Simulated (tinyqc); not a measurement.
Schottky emission and Poole-Frenkel conduction in an insulator, and how to tell them apart: effect of temperature.

Schottky emission (electrode-limited): J = As T^2 exp[-(pb - b sqrt(F))/Vt], b = sqrt(q/(4 pi eps0 ei)). Poole-Frenkel emission (bulk-limited): J = s0 F exp[-(pt - 2 b sqrt(F))/Vt]. F in V/cm.

Both formulas at the same field.

Values chosen for this exercise; dielectric values close to those of silicon nitride: high-frequency relative permittivity ei = 3.92; trap depth pt = 0.86 eV; Poole-Frenkel prefactor s0 = 0.051 S/cm; electrode barrier pb = 1.14 eV; Richardson constant As = 18 A/(cm^2 K^2); field F = 0.9 MV/cm.

Constants: q = 1.602176634e-19 C, kB = 1.380649e-23 J/K, Vt = kB T/q, eps0 = 8.8541878128e-14 F/cm where lengths are in cm. Results are converted to the units shown.

Results:

| T (K) | J, Schottky (A/cm^2) | J, Poole-Frenkel (A/cm^2) | ratio |
|---|---|---|---|
| 225 | 3.1439e-16 | 3.5000e-7 | 8.9825e-10 |
| 260 | 3.2523e-13 | 1.0982e-5 | 2.9614e-8 |
| 340 | 1.3041e-8 | 0.0020160 | 6.4690e-6 |
| 380 | 5.0930e-7 | 0.011993 | 4.2465e-5 |
| 420 | 1.0097e-5 | 0.050802 | 1.9875e-4 |
| 475 | 2.7693e-4 | 0.24861 | 0.0011139 |

Estimate the missing row, T = 300 K.

Computed row:

| T (K) | J, Schottky (A/cm^2) | J, Poole-Frenkel (A/cm^2) | ratio |
|---|---|---|---|
| 300 | 1.2968e-10 | 2.1062e-4 | 6.1572e-7 |

With this row back in the table: The Schottky current grows by 11.9 decades and the Poole-Frenkel current by 5.85, as their lowered barriers are 0.958 and 0.496 eV. A tunnelling current would hardly change over this range.

tinyqc, about 0.01 s, one thread, Intel Xeon 2.30GHz (shared host): `OMP_NUM_THREADS=1 python tinyqc.py 2370013 2370014 out.jsonl`
